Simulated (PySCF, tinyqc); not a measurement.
Worked calculation: MP2 on RHF in the sto-3g basis, frozen core, for Li-, spin multiplicity 1. The basis has no diffuse functions, so it cannot describe the extra electron: this is an exercise in the method, not the real anion. The lowest restricted solution is unstable here: a spin-polarised one lies 0.0041 hartree lower (PySCF). Computed by tinyqc, a small Python program that keeps every step (integrals from PySCF). Settings: charge = -1, multiplicity = 1, basis = sto-3g, method = RHF, frozen orbitals = 1, energy threshold = 1e-10, iteration cap = 69, orthogonalisation = canonical, start = atomic densities, DIIS depth = 6. Command: `OMP_NUM_THREADS=1 python tinyqc.py 26294 26295 out.jsonl` (the two numbers bound the seeds that draw the settings). One thread of a shared host (Intel(R) Xeon(R) Processor @ 2.60GHz), about 0.05 s of CPU time with the checks. The early iterations of the SCF are left out here.

## One-electron integrals

Geometry (angstrom):
```
atom         x         y         z
Li    0.000000  0.000000  0.000000
```

Basis sto-3g: exponents (1/bohr^2) and contraction coefficients of normalised primitives:
```
element  l (shell)   exponent  coefficient
Li           s (1)  16.119575     0.154329
Li           s (1)   2.936201     0.535328
Li           s (1)   0.794651     0.444635
Li           s (2)   0.636290    -0.099967
Li           s (2)   0.147860     0.399513
Li           s (2)   0.048089     0.700115
Li           p (3)   0.636290     0.155916
Li           p (3)   0.147860     0.607684
Li           p (3)   0.048089     0.391957
```

Overlap, kinetic and nuclear-attraction integrals over the contracted functions; the nuclear repulsion is the sum of Za Zb / Rab.

nuclear repulsion = 0 hartree

overlap S, order 1Li 1s, 1Li 2s, 1Li 2px, 1Li 2py, 1Li 2pz:
```
[[1.000000, 0.241137, 0.000000, 0.000000, 0.000000],
 [0.241137, 1.000000, 0.000000, 0.000000, 0.000000],
 [0.000000, 0.000000, 1.000000, 0.000000, 0.000000],
 [0.000000, 0.000000, 0.000000, 1.000000, 0.000000],
 [0.000000, 0.000000, 0.000000, 0.000000, 1.000000]]
```

kinetic energy T (hartree), order 1Li 1s, 1Li 2s, 1Li 2px, 1Li 2py, 1Li 2pz:
```
[[3.576786, -0.020237, 0.000000, 0.000000, 0.000000],
 [-0.020237, 0.102163, 0.000000, 0.000000, 0.000000],
 [0.000000, 0.000000, 0.319682, 0.000000, 0.000000],
 [0.000000, 0.000000, 0.000000, 0.319682, 0.000000],
 [0.000000, 0.000000, 0.000000, 0.000000, 0.319682]]
```

nuclear attraction V (hartree), order 1Li 1s, 1Li 2s, 1Li 2px, 1Li 2py, 1Li 2pz:
```
[[-7.982881, -0.964343, 0.000000, 0.000000, 0.000000],
 [-0.964343, -1.206923, 0.000000, 0.000000, 0.000000],
 [0.000000, 0.000000, -1.197261, 0.000000, 0.000000],
 [0.000000, 0.000000, 0.000000, -1.197261, 0.000000],
 [0.000000, 0.000000, 0.000000, 0.000000, -1.197261]]
```

core Hamiltonian H = T + V (hartree), order 1Li 1s, 1Li 2s, 1Li 2px, 1Li 2py, 1Li 2pz:
```
[[-4.406095, -0.984581, 0.000000, 0.000000, 0.000000],
 [-0.984581, -1.104759, 0.000000, 0.000000, 0.000000],
 [0.000000, 0.000000, -0.877579, 0.000000, 0.000000],
 [0.000000, 0.000000, 0.000000, -0.877579, 0.000000],
 [0.000000, 0.000000, 0.000000, 0.000000, -0.877579]]
```

## Two-electron integrals

Functions are numbered as in S; the eight-fold symmetry (ij|kl) = (ji|kl) = (kl|ij) leaves the list below.

Two-electron integrals (ij|kl) in chemists' order, unique and non-zero (hartree):
```
(11|11) 1.680395   (21|11) 0.265420   (21|21) 0.049941   (22|11) 0.397727
(22|21) 0.092860   (22|22) 0.290562   (31|31) 0.008981   (32|31) 0.013788
(32|32) 0.064184   (33|11) 0.396640   (33|21) 0.092880   (33|22) 0.290497
(33|33) 0.312946   (41|41) 0.008981   (42|41) 0.013788   (42|42) 0.064184
(43|43) 0.016869   (44|11) 0.396640   (44|21) 0.092880   (44|22) 0.290497
(44|33) 0.279207   (44|44) 0.312946   (51|51) 0.008981   (52|51) 0.013788
(52|52) 0.064184   (53|53) 0.016869   (54|54) 0.016869   (55|11) 0.396640
(55|21) 0.092880   (55|22) 0.290497   (55|33) 0.279207   (55|44) 0.279207
(55|55) 0.312946
```

## Orthogonalisation

S = U s U^T; canonical form X = U s^(-1/2), so that X^T S X = 1. Each column of U has its largest component positive (the first on a tie).

eigenvalues of S: [0.758863, 1.000000, 1.000000, 1.000000, 1.241137]

X, order 1Li 1s, 1Li 2s, 1Li 2px, 1Li 2py, 1Li 2pz:
```
[[0.811714, 0.000000, 0.000000, 0.000000, 0.634710],
 [-0.811714, 0.000000, 0.000000, 0.000000, 0.634710],
 [0.000000, 1.000000, 0.000000, 0.000000, 0.000000],
 [0.000000, 0.000000, 1.000000, 0.000000, 0.000000],
 [0.000000, 0.000000, 0.000000, 1.000000, 0.000000]]
```

Within a degenerate level the vectors are fixed only up to a rotation; this is one choice.

## Starting guess

The start is atomic minimal-basis densities projected into this basis (PySCF's MINAO start) and scaled to the electron count of each spin; this density is not idempotent, so its energy is not variational and may lie below the converged one.

D at the start, order 1Li 1s, 1Li 2s, 1Li 2px, 1Li 2py, 1Li 2pz:
```
[[2.775424, -0.305460, 0.000000, 0.000000, 0.000000],
 [-0.305460, 1.371891, 0.000000, 0.000000, 0.000000],
 [0.000000, 0.000000, 0.000000, 0.000000, 0.000000],
 [0.000000, 0.000000, 0.000000, 0.000000, 0.000000],
 [0.000000, 0.000000, 0.000000, 0.000000, 0.000000]]
```

## Iteration 3 (converged): orbitals

converged F (hartree), order 1Li 1s, 1Li 2s, 1Li 2px, 1Li 2py, 1Li 2pz:
```
[[-1.966328, -0.540712, 0.000000, 0.000000, 0.000000],
 [-0.540712, -0.052270, 0.000000, 0.000000, 0.000000],
 [0.000000, 0.000000, 0.415796, 0.000000, 0.000000],
 [0.000000, 0.000000, 0.000000, 0.415796, 0.000000],
 [0.000000, 0.000000, 0.000000, 0.000000, 0.415796]]
```

Diagonalise F' = X^T F X, C = X C', fill 2 alpha and 2 beta electrons from the bottom; D = 2 C_occ C_occ^T. Each column has its largest component positive (the first on a tie).

F' = X^T F X (hartree):
```
[[-0.617485, 0.000000, 0.000000, 0.000000, -0.986129],
 [0.000000, 0.415796, 0.000000, 0.000000, 0.000000],
 [0.000000, 0.000000, 0.415796, 0.000000, 0.000000],
 [0.000000, 0.000000, 0.000000, 0.415796, 0.000000],
 [-0.986129, 0.000000, 0.000000, 0.000000, -1.248864]]
```

orbital energies (hartree): [-1.968602, 0.102253, 0.415796, 0.415796, 0.415796]

coefficients C, order 1Li 1s, 1Li 2s, 1Li 2px, 1Li 2py, 1Li 2pz:
```
[[0.991218, -0.281468, 0.000000, 0.000000, 0.000000],
 [0.034144, 1.029840, 0.000000, 0.000000, 0.000000],
 [0.000000, 0.000000, 1.000000, 0.000000, 0.000000],
 [0.000000, 0.000000, 0.000000, 0.000000, 1.000000],
 [0.000000, 0.000000, 0.000000, 1.000000, 0.000000]]
```

D after iteration 3, order 1Li 1s, 1Li 2s, 1Li 2px, 1Li 2py, 1Li 2pz:
```
[[2.123473, -0.512047, 0.000000, 0.000000, 0.000000],
 [-0.512047, 2.123473, 0.000000, 0.000000, 0.000000],
 [0.000000, 0.000000, 0.000000, 0.000000, 0.000000],
 [0.000000, 0.000000, 0.000000, 0.000000, 0.000000],
 [0.000000, 0.000000, 0.000000, 0.000000, 0.000000]]
```

Within a degenerate level the vectors are fixed only up to a rotation; this is one choice.

## Convergence

Stop when the energy changes by less than 1e-10 hartree and every element of the error matrix X^T (F D S - S D F) X is below 3e-06.

Course of the cycle:
```
iteration  E (hartree)    change  largest element of the error matrix
1          -8.62636297         -                             1.25e-01
2          -7.21327332  1.41e+00                             6.01e-16
3          -7.21327332  8.88e-16                             4.93e-16
```

PySCF RHF in the same basis = -7.21327332 hartree

Converged in 3 iterations.

## Populations

Mulliken: Z minus the diagonal of D S on the atom; Loewdin: the same with S^(1/2) D S^(1/2).

Charges (e):
```
atom   Mulliken    Loewdin
1Li   -1.000000  -1.000000
```

## Integrals over molecular orbitals

(pq|rs) = sum C_ip C_jq C_kr C_ls (ij|kl), one index at a time.

one-electron integrals over orbitals h = C^T H C (hartree):
```
[[-4.396974, 0.194845, 0.000000, 0.000000, 0.000000],
 [0.194845, -0.949950, 0.000000, 0.000000, 0.000000],
 [0.000000, 0.000000, -0.877579, 0.000000, 0.000000],
 [0.000000, 0.000000, 0.000000, -0.877579, 0.000000],
 [0.000000, 0.000000, 0.000000, 0.000000, -0.877579]]
```

Two-electron integrals over orbitals (pq|rs), unique and non-zero (hartree); the lowest 1 orbital is frozen and left out:
```
(22|22) 0.282425   (32|32) 0.060790   (33|22) 0.285670   (33|33) 0.312946
(42|42) 0.060790   (43|43) 0.016869   (44|22) 0.285670   (44|33) 0.279207
(44|44) 0.312946   (52|52) 0.060790   (53|53) 0.016869   (54|54) 0.016869
(55|22) 0.285670   (55|33) 0.279207   (55|44) 0.279207   (55|55) 0.312946
```

## Second-order Moller-Plesset energy

Hartree-Fock energy = -7.21327332 hartree

E2 = sum_ijab (ia|jb) [2 (ia|jb) - (ib|ja)] / (e_i + e_j - e_a - e_b) over occupied i, j and virtual a, b; the opposite-spin part is (ia|jb)^2 / denominator, the rest is same-spin, and SCS-MP2 scales them by 6/5 and 1/3.

Terms:
```
i  j  a  b   (ia|jb)   (ib|ja)  denominator       term
2  2  4  4  0.060790  0.060790    -0.627088  -0.005893
2  2  5  5  0.060790  0.060790    -0.627088  -0.005893
2  2  3  3  0.060790  0.060790    -0.627088  -0.005893
```

Pair energies (hartree; pair i-j sums ij and ji):
```
pair  opposite spin  same spin
2-2       -0.017679   0.000000
```

MP2 correlation energy = -0.01767901 hartree

SCS-MP2 correlation energy = -0.02121481 hartree

MP2 total energy = -7.23095232 hartree
